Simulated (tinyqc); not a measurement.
Inside a calculation. Method: tight binding, kagome lattice. One step of it, computed by the program tinyqc.

Question. Bloch Hamiltonian at K. H_AB = -t1 - t2 exp(-i k.a1), H_AC = -t1 - t2 exp(-i k.a2), H_BC = -t1 - t2 exp(i k.(a1 - a2)), H_CC = delta.

Parameters chosen for this model:
```
parameter     value                unit
t1         0.710000    eV, up triangles
t2         1.130000  eV, down triangles
delta      0.120000        eV on site C
```

k point K (fractions of the reciprocal vectors): 0.333333  0.666667

Give: H(k) at K.

Answer.

H(k) at K (eV), lower triangle (Hermitian):
```
               A              B      C
A          0.000
B  -0.145-0.979i          0.000
C  -0.145+0.979i  -0.145-0.979i  0.120
```
